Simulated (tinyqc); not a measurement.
# Changing the base width W

Model: minority-electron transport through the base of a bipolar transistor (Moll-Ross and Kroemer integrals). Computed by tinyqc, a small Python program. Command: `OMP_NUM_THREADS=1 python tinyqc.py 3028053 3028054 out.jsonl base sweep`. One thread of a shared host (Intel(R) Xeon(R) Processor @ 2.30GHz), about 0.01 s of CPU time with the checks.

Low injection, one dimension, x from the emitter edge (0) to the collector edge (W), s = x/W. Recombination is treated as a small correction (valid for tau_B well below tau_n), computed from the stored charge.

Inputs (values chosen for the exercise, modelled on InP):

| quantity | value | unit |
|---|---|---|
| intrinsic density n_i at the emitter edge | 1.3e+07 | 1/cm^3 |
| base doping at the emitter edge N_0 | 8.1e+17 | 1/cm^3 |
| mu_min | 530 | cm^2/(V s) |
| mu_max | 4420 | cm^2/(V s) |
| N_ref | 9.5e+16 | 1/cm^3 |
| saturation velocity v_s | 0.86 | 1e7 cm/s |
| electron lifetime tau_n | 0.33 | ns |
| emitter Gummel number G_E | 8.2e+13 | s/cm^4 |
| base-emitter voltage V_BE | 0.87 | V |
| temperature T | 300 | K |
| gap narrowing across the base dE_g | 91 | meV |

Base doping profile: uniform. Gap grading: linear. Exit of the base: infinite sink.

Constants: k_B = 8.617333262e-05 eV/K; e = 1.602176634e-19 C.

Method:
- N(x) = N_0; n_i(x)^2 = n_i^2 exp(s dE_g/k_B T); D(x) = (k_B T/e) mu, mu = mu_min + (mu_max - mu_min)/(1 + (N/N_ref)^0.7).
- With y(x) = N n_i^2/(D n_i(x)^2): base Gummel number G_B = int_0^W y dx; J_C = e n_i^2 exp(e V_BE/k_B T)/G_B; n(x) = (J_C/e)(n_i(x)^2/(N n_i^2)) [int_x^W y dx]; transit time tau_B = (e/J_C) int n dx; trapezoid rule on 401 even points.
- Emitter-limited gain beta_E = G_E/G_B; recombination-limited gain beta_R = tau_n/tau_B; 1/beta = 1/beta_E + 1/beta_R; f_T from the base alone = 1/(2 pi tau_B).

One run for each value:

| base width W (nm) | base transit time tau_B (ps) | current gain beta | f_T from the base alone (GHz) | mean velocity W/tau_B (1e7 cm/s) | share of the exit term in G_B (%) |
|---|---|---|---|---|---|
| 10 | 6.4216e-03 | 9.5747e+03 | 2.4784e+04 | 15.573 | 0 |
| 18 | 2.0806e-02 | 4.6293e+03 | 7.6495e+03 | 8.651 | 0 |
| 32 | 6.5757e-02 | 2.1222e+03 | 2.4204e+03 | 4.866 | 0 |
| 56 | 2.0138e-01 | 9.2069e+02 | 7.9032e+02 | 2.781 | 0 |
| 100 | 6.4216e-01 | 3.5768e+02 | 2.4784e+02 | 1.557 | 0 |
| 180 | 2.0806e+00 | 1.2764e+02 | 7.6495e+01 | 0.865 | 0 |
| 320 | 6.5757e+00 | 4.4158e+01 | 2.4204e+01 | 0.487 | 0 |
| 560 | 2.0138e+01 | 1.5201e+01 | 7.9032e+00 | 0.278 | 0 |
| 1000 | 6.4216e+01 | 4.9239e+00 | 2.4784e+00 | 0.156 | 0 |

Describe and explain the trends.

Over the rows, base transit time tau_B (ps) rises from 0.00642 to 64.2 (exponent d ln y / d ln x about 2.0 throughout); current gain beta falls from 9570 to 4.92 (exponent d ln y / d ln x -1.2 between the first rows and -1.9 between the last); f_T from the base alone (GHz) falls from 24800 to 2.48 (exponent d ln y / d ln x about -2.0 throughout). The exponent of base transit time tau_B stays at 2: diffusion, or drift in a field proportional to 1/W. At the high end the exponent of current gain beta is -1.94, close to -2: recombination-limited gain.

Caution (rows 10.0, 18.0, 32.0, 56.0, 100, 180): the mean velocity exceeds v_s, so drift-diffusion with a low-field mobility overstates the speed. Caution (rows 10.0, 18.0): the base is only a few mean free paths wide, so transport is partly ballistic.
